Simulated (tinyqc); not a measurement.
Composition and strain of an epitaxial Si(1-x)Ge(x) layer from Raman and X-ray peaks: one step, computed by the program tinyqc.

A (001) layer, biaxially strained in the plane. The Raman peaks follow empirical lines omega = w0 + c1 x + c3 x^3 + b eps (c3 for Si-Ge alone), with eps the in-plane strain.

Question. Raman peaks. Insert x and eps in the three lines; the strain part is b eps.

Inputs (values chosen for the exercise, modelled on silicon-germanium): Ge fraction x = 0.78; Si-Si: w0 = 520.2 1/cm; Si-Si: c1 = -65.9 1/cm; Si-Si: strain coefficient b = -684 1/cm; Si-Ge: w0 = 400.4 1/cm; Si-Ge: c1 = 25.5 1/cm; Si-Ge: c3 = -35.4 1/cm; Si-Ge: strain coefficient b = -562 1/cm; Ge-Ge: w0 = 280.1 1/cm; Ge-Ge: c1 = 20.1 1/cm; Ge-Ge: strain coefficient b = -420 1/cm.

Substrate: relaxed alloy buffer.

in-plane strain eps = -0.8116793 per mille

Give: Si-Si peak; Si-Ge peak; Ge-Ge peak; strain parts.

Answer.

Si-Si peak = 469.4 1/cm

Si-Ge peak = 403.9 1/cm

Ge-Ge peak = 296.1 1/cm

strain parts (1/cm): Si-Si 0.5552, Si-Ge 0.4562, Ge-Ge 0.3409

Read as unstrained, the Si-Si peak would give x = 0.772 in place of 0.78.
